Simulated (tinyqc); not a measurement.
Coherent transport through a tight-binding region between two chains, step by step. Computed by tinyqc, a small Python program that keeps every step. Settings: temperature = 77, mu = 0.07. Command: `OMP_NUM_THREADS=1 python tinyqc.py 26613 26614 out.jsonl` (the two numbers bound the seeds that draw the settings). One thread of a shared host (Intel(R) Xeon(R) Processor @ 2.60GHz), about 0.1 s of CPU time with the checks.

## Transmission at E = 0.81 eV

H of the central region (eV), lower triangle:
```
         1        2        3        4        5
1   0.7400
2  -1.7600   0.1700
3   0.0000  -1.4600   0.1200
4   0.0000   0.0000  -2.3200  -0.0600
5   0.0000   0.0000   0.0000  -2.3200  -0.6100
```

Leads: semi-infinite chains with site energy 0:

| parameter | value |
|---|---|
| lead hopping t (eV) | 1.390000 |
| coupling to the left lead (eV) | 1.160000 |
| coupling to the right lead (eV) | 1.010000 |
| left contact site | 1 |
| right contact site | 5 |

E = 0.8100 eV

Surface Green function g = (E - i sqrt(4 t^2 - E^2)) / (2 t^2); self-energy tc^2 g on each contact site; G = (E - H - Sigma)^(-1); Gamma = -2 Im Sigma; T = Gamma_L Gamma_R |G_LR|^2; local density of states -Im G_ii / pi.

g = 0.2096-0.6882i 1/eV

G (1/eV), lower triangle:
```
                 1                2                3                4
1   0.0432-0.1272i
2   0.5064-0.0381i   0.0410-0.2711i
3  -0.2741+0.1701i   0.0565+0.1647i   0.3057-0.2772i
4  -0.2372-0.0266i  -0.0426+0.1216i   0.3046-0.0212i  -0.0638-0.0702i
5   0.3630-0.1601i  -0.0405-0.2103i  -0.4199+0.2852i   0.1504+0.0475i

                5
5  0.3635-0.3030i
```

local density of states (1/eV): 0.0405  0.0863  0.0882  0.0223  0.0964

transmission = 0.4094

## Transmission across the band

The same steps on a grid of energies.

T(E):

| E (eV) | T |
|---|---|
| -2.641000 | 0.0344 |
| -2.376900 | 0.1915 |
| -2.112800 | 0.6099 |
| -1.848700 | 0.8463 |
| -1.584600 | 0.6639 |
| -1.320500 | 0.5411 |
| -1.056400 | 0.5151 |
| -0.792300 | 0.5657 |
| -0.528200 | 0.6938 |
| -0.264100 | 0.8840 |
| 0.000000 | 0.9998 |
| 0.264100 | 0.8623 |
| 0.528200 | 0.6094 |
| 0.792300 | 0.4191 |
| 1.056400 | 0.3070 |
| 1.320500 | 0.2461 |
| 1.584600 | 0.2175 |
| 1.848700 | 0.2134 |
| 2.112800 | 0.2357 |
| 2.376900 | 0.3025 |
| 2.641000 | 0.4753 |

levels of the isolated region (eV): -3.6175  -1.7078  0.0124  2.1804  3.4925

## Current

I = (2e/h) int T(E) [f(E - mu - V/2) - f(E - mu + V/2)] dE at 77 K with mu = 0.07 eV, the bias not changing H; 2e^2/h = 77.48092 microsiemens; the integral runs over the band on 4001 points.

Current:

| V (volt) | I (microampere) |
|---|---|
| 0.0100 | 0.7659 |
| 0.0500 | 3.8277 |
| 0.1000 | 7.6452 |
| 0.2000 | 15.2105 |
| 0.4000 | 29.8146 |
| 0.8000 | 55.6301 |
